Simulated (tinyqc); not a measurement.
Nucleation and growth against temperature: classical nucleation, growth and JMAK kinetics of crystallisation from a melt or glass. Computed by tinyqc, a small Python program. Command: `OMP_NUM_THREADS=1 python tinyqc.py 3022846 3022847 out.jsonl nucl walk`. One thread of a shared host (Intel(R) Xeon(R) Processor @ 2.30GHz), about 0.01 s of CPU time with the checks.

A spherical nucleus with a sharp interface of isotropic energy gamma; lambda = Omega^(1/3) is the jump distance.

Inputs (values chosen for the exercise, for a model substance):

| quantity | value | unit |
|---|---|---|
| melting point T_m | 810 | K |
| heat of melting per volume H | 1020 | J/cm^3 |
| interface energy gamma | 0.113 | J/m^2 |
| atomic volume Omega | 15.3 | angstrom^3 |
| diffusion prefactor D0 | 8.5e-05 | m^2/s |
| activation energy Q | 1.17 | eV |

Nucleation: homogeneous. Driving force: Turnbull (linear).

Constants: k_B = 1.380649e-23 J/K; k_B = 8.617333262e-05 eV/K.

Method:
- Driving force per volume: dG = H (T_m - T)/T_m.
- Shape factor f = 1.
- W(r) = f [4 pi r^2 gamma - (4/3) pi r^3 dG]; r* = 2 gamma/dG; W* = f 16 pi gamma^3/(3 dG^2); n* = f (4/3) pi r*^3/Omega.
- D = D0 exp(-Q/(k_B T)); attachment rate k+ = (A*/lambda^2) D/lambda^2 with A* = 4 pi r*^2; Zeldovich factor Z = sqrt(W*/(3 pi k_B T))/n*; sites per volume N = 1/Omega; I = N Z k+ exp(-W*/(k_B T)); lag time = 1/(4 pi Z^2 k+).
- Growth (Wilson-Frenkel): u = (D/lambda) [1 - exp(-dG Omega/(k_B T))].
- JMAK with steady nucleation and growth, nuclei spread at random: extended fraction X_e = (pi/3) I u^3 t^4, X = 1 - exp(-X_e); t_X = [-3 ln(1 - X)/(pi I u^3)]^(1/4); final grains per volume = Gamma(5/4) (3/pi)^(1/4) (I/u)^(3/4), Gamma(5/4) = 0.9064024771.
- Grain size = (grains per volume)^(-1/3). Rows are kept where W*/(k_B T) < 70.

Rates:

| T (K) | W*/(k_B T) | I (1/(m^3 s)) | u (m/s) | t_0.5 (s) | grain size (micrometre) |
|---|---|---|---|---|---|
| 405 | 16.623 | 3.3501e+22 | 7.1047e-10 | 15.321 | 1.2517e-02 |
| 446 | 18.687 | 8.8352e+22 | 1.3995e-08 | 1.286 | 2.0694e-02 |
| 486 | 21.644 | 5.3855e+22 | 1.5272e-07 | 0.242 | 4.2566e-02 |
| 526 | 26.028 | 5.4039e+21 | 1.1170e-06 | 0.097 | 1.2437e-01 |
| 567 | 32.982 | 3.2151e+19 | 6.1420e-06 | 0.097 | 6.8576e-01 |
| 608 | 44.511 | 1.5361e+15 | 2.5447e-05 | 0.402 | 1.1768e+01 |
| 648 | 64.933 | 7.9788e+06 | 8.0173e-05 | 20.031 | 1.8468e+03 |

Among these rows I peaks at 446 K, u at 648 K and the change is fastest at 526 K, between the two. Growth has no barrier W*, so it peaks nearer T_m than nucleation. The grain size goes as (u/I)^(1/4), from 0.013 micrometre at the lowest T to 1800 at the highest.

Extremes, crossings and ranges named in words are read from the listed rows.
